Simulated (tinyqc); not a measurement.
One-electron ion in a basis of Gaussians, step by step. One step of it, computed by the program tinyqc.

Question. Generalised eigenproblem. Solve H C = S C e through S^(-1/2); each column has its largest component positive (the first on a tie).

H = T + V (hartree), lower triangle:
```
           1          2         3         4
1  -0.146803
2  -0.099778  -0.206741
3  -0.027737  -0.141347  0.013731
4  -0.005252  -0.048065  0.004166  2.005709
```

S, lower triangle:
```
          1         2         3         4
1  1.000000
2  0.412103  1.000000
3  0.052694  0.412378  1.000000
4  0.004489  0.052676  0.412002  1.000000
```

Give: eigenvalues of S; eigenvalues; coefficients.

Answer.

eigenvalues of S: 0.3784  0.7009  1.2048  1.7160

eigenvalues (hartree): -0.2200  -0.1223  0.1424  2.4711

coefficients:
```
        1        2        3        4
1  0.1466   1.0636   0.2764  -0.0521
2  0.8398  -0.4658  -0.7444   0.1821
3  0.1896  -0.1436   1.0774  -0.5405
4  0.0060  -0.0031   0.0102   1.1097
```

For Z = 2 and l = 2 the exact lowest level is -Z^2/(2 n^2) with n = l + 1: -0.222222 hartree.
